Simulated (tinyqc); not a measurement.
# Ionisation ratio from the excess noise

Inverse problem. In the local model of an avalanche photodiode F = k M + (1 - k)(2 - 1/M), k the ratio of the ionisation coefficient of the other carrier to that of the injected one. Find k and F at twice the gain.

M = 25
excess noise factor F = 8.4112000

Answer. F is linear in k: k = (F - 2 + 1/M)/(M - 2 + 1/M).

k = 0.2800
F at 2 M = 15.43

tinyqc, about 0.03 s, one thread, Intel Xeon 2.30GHz (shared host): `OMP_NUM_THREADS=1 python tinyqc.py 2120058 2120059 out.jsonl`
